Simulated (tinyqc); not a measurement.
Cell and bit-line capacitance from two signals.

Inverse problem. In a DRAM a freshly written one gives the bit-line signal (Vd/2) Cs/(Cs + Cb). Find Cs and Cb.

Parameters, values chosen for the exercise:

| symbol | value | unit | meaning |
|---|---|---|---|
| Vd | 1.5 | V | array voltage |

signal of a fresh one without and with 10 fF added to the bit line (mV): [102.63158, 92.857143]

Solution. (Vd/2)/signal = 1 + Cb/Cs, and the added capacitance raises it by its ratio to Cs.

Cs = 13.00 fF
Cb = 82.00 fF

Computed by the program tinyqc: `OMP_NUM_THREADS=1 python tinyqc.py 2130073 2130074 out.jsonl`, one thread of a shared Intel Xeon 2.30GHz, about 0.01 s for the whole run.
